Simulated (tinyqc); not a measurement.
# Short-channel transistor, virtual-source model with series resistance, step by step

Program tinyqc, `OMP_NUM_THREADS=1 python tinyqc.py 2380036 2380037 out.jsonl`; Intel Xeon 2.30GHz, shared host, one thread, about 0.01 s. Printed values are rounded.

The current per gate width is the charge at the top of the source barrier (the virtual source) times its velocity times a saturation function; al and be are fitting constants of the model. Units: I in uA/um, Rs in ohm um, so I Rs = 1e-6 I Rs in volts; Q in uC/cm^2, so I = 1e-4 Q vx0 Fsat with vx0 in cm/s.

Inputs (values chosen for the exercise):
- T = 300 K (temperature)
- Cinv = 2.97 uF/cm^2 (inversion capacitance)
- vx0 = 1.33e7 cm/s (velocity at the virtual source)
- mu = 82 cm^2/(V s) (apparent mobility)
- L = 32 nm (channel length)
- VT0 = 0.43 V (threshold at zero drain voltage)
- dl = 0.177 V/V (drain-induced barrier lowering)
- n0 = 1.3 (subthreshold factor)
- nd = 0.2 1/V (growth of n with drain voltage)
- al = 3.5 (threshold shift (in units of Vt) from weak to strong inversion)
- be = 1.4 (sharpness of saturation)
- Rs = 90 ohm um (series resistance of each contact)
- Vgs = 0.9 V (gate voltage)
- Vds = 0.45 V (drain voltage)

Constants: q = 1.602176634e-19 C, kB = 1.380649e-23 J/K, Vt = kB T/q. Results are converted to the units shown.

## Iteration 1: current through the series resistance

I at the start = 0 uA/um

Intrinsic voltages Vg' = Vgs - I Rs, Vd' = Vds - 2 I Rs. n = n0 + nd Vd', VT = VT0 - dl Vd', Ff = 1/(1 + exp((Vg' - VT + al Vt/2)/(al Vt))), Q = Cinv n Vt ln(1 + exp((Vg' - VT + al Vt Ff)/(n Vt))), Vdsat = (vx0 L/mu)(1 - Ff) + Vt Ff, Fsat = u/(1 + u^be)^(1/be) with u = Vd'/Vdsat, and I(out) = Q vx0 Fsat per width. (Fsat takes the sign of u.) I(new) = I + 0.3 (I(out) - I).

Vg' = 0.9 V
Vd' = 0.45 V
VT = 0.3503500 V
Ff = 0.001393296
Q = 1.632835 uC/cm^2
Vdsat = 0.5183373 V
Fsat = 0.5659290
I(out) = 1229.011 uA/um
I after iteration 1 = 368.7034 uA/um

## Iteration 2: current through the series resistance

As before.

Vg' = 0.8668167 V
Vd' = 0.3836334 V
VT = 0.3620969 V
Ff = 0.002287230
Q = 1.499633 uC/cm^2
Vdsat = 0.5178964 V
Fsat = 0.5164413
I(out) = 1030.048 uA/um
I after iteration 2 = 567.1068 uA/um

## Course of the iteration: current through the series resistance

Stop when I changes by less than 1e-7 uA/um, or after 80 iterations.

Course of the iteration:
```
iteration  I (uA/um)  |change| (uA/um)
1           368.7034               369
2           567.1068               198
3           674.0588               107
4           731.7991              57.7
5           763.0025              31.2
6           779.8753              16.9
7           789.0022              9.13
8           793.9401              4.94
9           796.6119              2.67
...              ...               ...
29          799.7627           1.24e-5
30          799.7627           6.71e-6
31          799.7627           3.63e-6
32          799.7627           1.96e-6
33          799.7627           1.06e-6
34          799.7627           5.75e-7
35          799.7627           3.11e-7
36          799.7627           1.68e-7
37          799.7627           9.11e-8
```

Converged in 37 iterations. At the end each change is about 0.54 times the one before: linear convergence.

## What the series resistance costs

converged I = 799.7627 uA/um
I0 = 1229.011 uA/um

Intrinsic voltages Vg' = Vgs - I Rs, Vd' = Vds - 2 I Rs. n = n0 + nd Vd', VT = VT0 - dl Vd', Ff = 1/(1 + exp((Vg' - VT + al Vt/2)/(al Vt))), Q = Cinv n Vt ln(1 + exp((Vg' - VT + al Vt Ff)/(n Vt))), Vdsat = (vx0 L/mu)(1 - Ff) + Vt Ff, Fsat = u/(1 + u^be)^(1/be) with u = Vd'/Vdsat, and I = Q vx0 Fsat per width. I0 is the current for Rs = 0. Effective velocity I/Q; transit time L Q/I.

loss against I0 = 34.92634 %
effective velocity = 5.950156e6 cm/s
transit time = 0.5378010 ps

The carriers leave the virtual source at 44.7 % of vx0: Vd' is not large against Vdsat.
